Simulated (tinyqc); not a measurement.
Geometry optimisation on the RHF/6-31g surface (energies and gradients from PySCF), for H2, spin multiplicity 1, step by step. One step of it, computed by the program tinyqc.

Problem. Step 2: move. Quasi-Newton step p = -H^(-1) g (the inverse Hessian comes from BFGS updates; coordinates in the order x, y, z of each atom); steps longer than 0.1 bohr are cut back.

positions after step 1 (bohr):
```
           x         y         z
1H  0.000000  0.000000  0.070711
2H  0.000000  0.000000  1.482644
```

gradient (hartree/bohr):
```
             x           y            z
1H  0.00000000  0.00000000  -0.01266194
2H  0.00000000  0.00000000   0.01266194
```

inverse Hessian in use (bohr^2/hartree):
```
          1         2          3         4         5          6
1  1.666667  0.000000   0.000000  0.000000  0.000000   0.000000
2  0.000000  1.666667   0.000000  0.000000  0.000000   0.000000
3  0.000000  0.000000   1.692586  0.000000  0.000000  -0.025920
4  0.000000  0.000000   0.000000  1.666667  0.000000   0.000000
5  0.000000  0.000000   0.000000  0.000000  1.666667   0.000000
6  0.000000  0.000000  -0.025920  0.000000  0.000000   1.692586
```

Give: positions after step 2.

Solution.

positions after step 2 (bohr):
```
         x       y       z
1H  0.0000  0.0000  0.0925
2H  0.0000  0.0000  1.4609
```
